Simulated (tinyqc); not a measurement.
Five-frequency model of solute diffusion by vacancies in an fcc metal: one step, computed by the program tinyqc. Command: `OMP_NUM_THREADS=1 python tinyqc.py 3018636 3018637 out.jsonl fivefreq walk`. One thread of a shared host (Intel(R) Xeon(R) Processor @ 2.30GHz), about 0.05 s of CPU time with the checks.

A vacancy next to the solute exchanges with it (w2), jumps to one of 4 sites that also neighbour the solute (w1) or to one of 7 that do not (w3); w4 is the reverse of w3 and w0 the host jump.

Task: Diffusivities. c_v = exp(S_f - E_f/(k_B T)); host D0 = a^2 c_v w0 x 0.7815; solute D2 = a^2 c_v exp(E_b/(k_B T)) w2 f2; 1 angstrom^2 = 1e-16 cm^2.

Inputs (values chosen for the exercise, for a model solute in a host close to gold):
```
quantity                                      value      unit
binding energy E_b (positive for attraction)    0.2        eV
vacancy formation energy E_f                  0.942        eV
formation entropy S_f                             2       k_B
lattice constant a                             4.08  angstrom
temperature T                                   520         K
```

rates (1/s): w0 1197206, w1 979358.8, w2 91960.73, w3 70355.79, w4 6104865

correlation factor f2 = 0.9226083

Constants: k_B = 8.617333262e-05 eV/K.

Give: vacancy fraction c_v; host diffusivity D0; solute diffusivity D2; ratio D2/D0.

Result:

vacancy fraction c_v = 5.481e-09

host diffusivity D0 = 8.536e-18 cm^2/s

solute diffusivity D2 = 6.717e-17 cm^2/s

ratio D2/D0 = 7.869

The ratio splits into binding 86.8, exchange rate 0.0768 and correlation 1.18.
